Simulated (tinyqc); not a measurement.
# p-n diode with diffusion and depletion-layer recombination: currents and ideality against junction voltage

Abrupt junction in the depletion approximation, low injection, full ionisation, neutral widths fixed, ohmic contact on the p side. Vj is the junction voltage; where a series resistance Rs is given, V = Vj + J Rs is the terminal voltage.

ni = sqrt(Nc Nv) exp(-Eg/(2 Vt)), Eg in volts; D = mu Vt; Ln = sqrt(Dn tn), Lp = sqrt(Dp tp); J0n = q ni^2 Dn coth(wp/Ln)/(Ln Na); J0p = (q ni^2 Dp/(Lp Nd)) (s + tanh(wn/Lp))/(1 + s tanh(wn/Lp)), s = Sp Lp/Dp. J_diff = (J0n + J0p)(exp(Vj/Vt) - 1). Vbi = Vt ln(Na Nd/ni^2), W = sqrt(2 eps0 eps_r (Vbi - Vj)(1/Na + 1/Nd)/q), xp = W Nd/(Na + Nd), xn = W Na/(Na + Nd); u(x) = q Na (x + xp)^2/(2 eps0 eps_r) for x < 0 and Vbi - Vj - q Nd (xn - x)^2/(2 eps0 eps_r) for x > 0; p = Na exp(-u/Vt), n = Nd exp((u - Vbi + Vj)/Vt); U = ni^2 (exp(Vj/Vt) - 1)/(tp (n + ni exp(Et/Vt)) + tn (p + ni exp(-Et/Vt))); J_scr = q times the integral of U from -xp to xn. J = J_diff + J_scr. Ideality = (1/Vt) dVj/d ln J or (1/Vt) dV/d ln J; last column ni^2 exp(Vj/Vt)/N^2.

Inputs (values chosen for the exercise); band and dielectric values close to those of silicon: temperature T = 300 K; band gap Eg = 1.12 eV; relative permittivity eps_r = 11.5; conduction-band density of states at T Nc = 2.81e19 cm^-3; valence-band density of states at T Nv = 2.7e19 cm^-3; acceptor density Na = 1.4e16 cm^-3; donor density Nd = 2.8e15 cm^-3; electron mobility in the p side mun = 940 cm^2/(V s); hole mobility in the n side mup = 380 cm^2/(V s); electron lifetime tn = 2e-8 s; hole lifetime tp = 5e-9 s; neutral width of the p side wp = 0.49 um; neutral width of the n side wn = 2 um; recombination velocity at the n contact Sp = 1e7 cm/s; series resistance Rs = 0.0006 ohm cm^2; trap level above the intrinsic level Et = 0.17 eV.

Constants: q = 1.602176634e-19 C, kB = 1.380649e-23 J/K, Vt = kB T/q, eps0 = 8.8541878128e-14 F/cm where lengths are in cm. Results are converted to the units shown.

Result of one run:
columns A: Vj (V); B: J_diff (A/cm^2); C: J_scr (A/cm^2); D: J (A/cm^2); E: V (V); F: ideality against Vj; G: ideality against V; H: minority/doping, lighter side
```
A            B         C         D       E      F      G         H
0.31  1.725e-4  2.019e-4  3.744e-4  0.3100  1.234  1.234  2.390e-6
```

What becomes of these results when the junction voltage at which recombination is evaluated Vj is changed from 0.31 to 0.49 V, all else the same?

Result of the changed run:
columns A: Vj (V); B: J_diff (A/cm^2); C: J_scr (A/cm^2); D: J (A/cm^2); E: V (V); F: ideality against Vj; G: ideality against V; H: minority/doping, lighter side
```
A          B        C       D       E      F      G         H
0.49  0.1823  0.01361  0.1959  0.4901  1.029  1.033  0.002525
```

The whole series:
columns A: Vj (V); B: J_diff (A/cm^2); C: J_scr (A/cm^2); D: J (A/cm^2); E: V (V); F: ideality against Vj; G: ideality against V; H: minority/doping, lighter side
```
A            B         C         D       E      F      G         H
0.17  7.663e-7  3.482e-6  4.248e-6  0.1700  1.144  1.144  1.063e-8
0.22  5.307e-6  1.686e-5  2.217e-5  0.2200  1.199  1.199  7.352e-8
0.26  2.494e-5  5.392e-5  7.886e-5  0.2600  1.237  1.237  3.455e-7
0.31  1.725e-4  2.019e-4  3.744e-4  0.3100  1.234  1.234  2.390e-6
0.35  8.107e-4  5.339e-4  0.001345  0.3500  1.182  1.182  1.123e-5
0.4   0.005608  0.001708  0.007316  0.4000  1.104  1.105  7.768e-5
0.44   0.02635  0.004284   0.03064  0.4400  1.060  1.061  3.650e-4
0.49    0.1823   0.01361    0.1959  0.4901  1.029  1.033  0.002525
0.53    0.8565   0.03401    0.8905  0.5305  1.016  1.037   0.01186
```

The ideality against Vj goes from 1.14 through a maximum of 1.24 (at Vj = 0.26 V among the rows listed) to 1.02. Diffusion overtakes recombination in the layer between Vj = 0.31 and 0.35 V. J_scr alone has an ideality of 1.23 between the first two rows and 1.69 between the last two.

Program tinyqc, `OMP_NUM_THREADS=1 python tinyqc.py 2260111 2260112 out.jsonl`; Intel Xeon 2.30GHz, shared host, one thread, about 0.01 s.
